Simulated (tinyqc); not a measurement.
From results back to parameters: k.p values derived from sp3s* tight binding at Gamma. Five cases, with inputs chosen for the exercise.

Problem. The electron mass obeys m0/m = A + Ep/EG, where A gathers the direct term and the higher bands, and Ep = P^2/c with c = hbar^2/2m0, P = (a/4)(sa pc Vsapc + sc pa Vscpa). The mass comes from a hidden Vscpa (s cation, p anion); sa, sc are the anion and cation parts of S+, the upper s level at Gamma, and pa, pc those of P-, the lower p level (P+ is the upper one).

Constants: hbar^2/2m0 = 3.80998211 eV angstrom^2.

Find: Ep; Vscpa.

Method. Ep = (m0/m - A) EG gives |P|; both terms of P have the sign of sc pa, and the linear relation gives Vscpa. A is held fixed, though its part from P+ also depends on Vscpa.

Case 1.

Values chosen (out of a larger set: near a published set for AlAs, fitted to gaps, whose masses and valley positions are rough; not measured data): a = 5.659 angstrom (lattice constant); Vsapc = 5.109 eV (s anion, p cation).

m = 0.2990500 m0
A = -1.61609
EG = 3.108624 eV

sa, sc, pa, pc: 0.534462  -0.845193  0.884730  -0.466104

Solution.

Ep = 15.42 eV
Vscpa = 5.54 eV

Case 2.

Values chosen (out of a larger set: near a published set for Ge, fitted to gaps, whose masses and valley positions are rough; not measured data): a = 5.658 angstrom (lattice constant); Vsapc = 5.513 eV (s anion, p cation).

m = 0.0541562 m0
A = -1.76424
EG = 0.789000 eV

sa, sc, pa, pc: 0.707107  -0.707107  0.707107  -0.707107

Solution.

Ep = 15.96 eV
Vscpa = 5.51 eV

Case 3.

Values chosen (out of a larger set: near a published set for GaSb, fitted to gaps, whose masses and valley positions are rough; not measured data): a = 6.094 angstrom (lattice constant); Vsapc = 4.914 eV (s anion, p cation).

m = 0.0650516 m0
A = -1.93557
EG = 0.782139 eV

sa, sc, pa, pc: 0.605552  -0.795805  0.878385  -0.477954

Solution.

Ep = 13.54 eV
Vscpa = 4.71 eV

Case 4.

Values chosen (out of a larger set: near a published set for GaP, fitted to gaps, whose masses and valley positions are rough; not measured data): a = 5.449 angstrom (lattice constant); Vsapc = 4.294 eV (s anion, p cation).

m = 0.2543575 m0
A = -1.71238
EG = 2.885209 eV

sa, sc, pa, pc: 0.560824  -0.827935  0.887165  -0.461452

Solution.

Ep = 16.28 eV
Vscpa = 6.36 eV

Case 5.

Values chosen (out of a larger set: near a published set for GaAs, fitted to gaps, whose masses and valley positions are rough; not measured data): a = 5.648 angstrom (lattice constant); Vsapc = 4.418 eV (s anion, p cation).

m = 0.1096761 m0
A = -1.52277
EG = 1.475161 eV

sa, sc, pa, pc: 0.542115  -0.840304  0.883312  -0.468785

Solution.

Ep = 15.70 eV
Vscpa = 5.87 eV

Computed by tinyqc, one run a case: `OMP_NUM_THREADS=1 python tinyqc.py N N+1 out.jsonl` with N = 1480035, 1480042, 1480135, 1480141, 1480185; one thread of a shared Intel(R) Xeon(R) Processor @ 2.30GHz, about 0.01 s a run at most.
